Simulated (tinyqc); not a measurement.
Worked calculation: leakage currents through a thin dielectric. Computed by tinyqc, a small Python program that keeps every step. Command: `OMP_NUM_THREADS=1 python tinyqc.py 3013141 3013142 out.jsonl leak walk`. One thread of a shared host (Intel(R) Xeon(R) Processor @ 2.30GHz), about 0.01 s of CPU time with the checks. Intermediate numbers are printed to about 5 digits and carried at full precision; extremes and crossings named in words are read from the listed rows.

Electrons leave an electrode with Fermi energy E_F above its band bottom; barriers are counted from the Fermi level, and both electrodes are alike.

Inputs (values chosen for the exercise, modelled on Si3N4): barrier height phi_B = 2.01 eV; tunnelling mass m = 0.35 m_0; static permittivity k = 7.54; optical permittivity k_o = 3.97; trap depth phi_t = 1.2 eV; Poole-Frenkel prefactor sigma_0 = 0.006 S/cm; thickness t = 3.1 nm; electrode Fermi energy E_F = 0.23 eV; electrode mass m_e = 0.5 m_0; voltage V = 1.4 V; temperature T = 200 K.

Stack: single layer.

Constants: m_0 = 9.1093837015e-31 kg; e = 1.602176634e-19 C; hbar = 1.054571817e-34 J s; k_B = 8.617333262e-05 eV/K; k_B = 1.380649e-23 J/K; eps_0 = 8.8541878128e-12 F/m; h = 6.62607015e-34 J s.

## Fields

Field F = V/t; equivalent oxide thickness 3.9 t/k.

field F = 4.5161 MV/cm

equivalent oxide thickness = 1.6034 nm

## Transmission at the Fermi level

WKB: a layer of mass m, field F and barrier b(x) = b_0 - e F x gives the exponent (4 sqrt(2 m)/(3 hbar e F)) [b_0^(3/2) - max(b_0 - e F t, 0)^(3/2)] for b_0 > 0; b_0 = barrier - (E - E_F); the transmission is D(E) = exp(-sum of exponents), without image force.

exponent of the dielectric = 21.237

transmission D(E_F) = 5.9844e-10

At E_F the barrier of the dielectric is trapezoidal (direct tunnelling).

## Tunnel current

Tsu-Esaki: J = (e m_e k_B T/(2 pi^2 hbar^3)) int D(E) ln[(1 + exp((E_F - E)/k_B T))/(1 + exp((E_F - eV - E)/k_B T))] dE over the normal energy E (its change with the mass at an interface is neglected) from max(0, E_F - 3 eV) to E_F + largest barrier, by 100 Gauss-Legendre points in each part, split at E_F - 0.3 eV (if inside the range) and E_F + 8 k_B T. The mean energy weights E - E_F by the integrand.

tunnel current density = 0.042551 A/cm^2

mean energy of the current above E_F = -0.11958 eV

The current flows close to or below E_F.

## Thermal currents

Schottky emission J = A T^2 exp(-(phi_B - sqrt(e^3 F/(4 pi k_o eps_0)))/k_B T), A = 4 pi e m k_B^2/h^3 with the tunnelling mass; Poole-Frenkel J = sigma_0 F exp(-(phi_t - sqrt(e^3 F/(pi k_o eps_0)))/k_B T); both use the field F of the dielectric.

Schottky lowering = 0.40473 eV

Poole-Frenkel lowering = 0.80946 eV

Schottky current density = 5.9549e-35 A/cm^2

Poole-Frenkel current density = 3.9054e-06 A/cm^2

The Poole-Frenkel lowering is twice the Schottky one, because the charge of a trap is fixed while an image charge moves with the electron.

## Which mechanism rules?

The formulas are those given above.

Current densities (A/cm^2):
```
V (V)  F (MV/cm)  tunnelling    Schottky  Poole-Frenkel
0.28      0.9032  5.9664e-04  1.3714e-40     4.1427e-18
0.49      1.5806  1.2273e-03  4.0720e-39     6.3914e-15
0.70      2.2581  2.6001e-03  6.1340e-38     2.0719e-12
0.98      3.1613  7.4757e-03  1.2853e-36     1.2737e-09
1.20      3.8710  1.8090e-02  1.0431e-35     1.0272e-07
1.40      4.5161  4.2551e-02  5.9549e-35     3.9054e-06
1.70      5.4839  1.7434e-01  6.5252e-34     5.6942e-04
2.10      6.7742  1.8787e+00  1.1668e-32     2.2489e-01
```

The largest current is tunnelling from 0.280 to 2.10 V. Over the table tunnelling grows by 3.5 decades, Schottky by 7.9 and Poole-Frenkel by 16.7. A plot of ln(J/F) against sqrt(F) for the Poole-Frenkel column has the slope 22.10 per sqrt(MV/cm), from which k_o follows; reading it as Schottky emission would give about k_o/4.

Checks made by the program: energy integral against adaptive quadrature (relative difference below 1e-10).
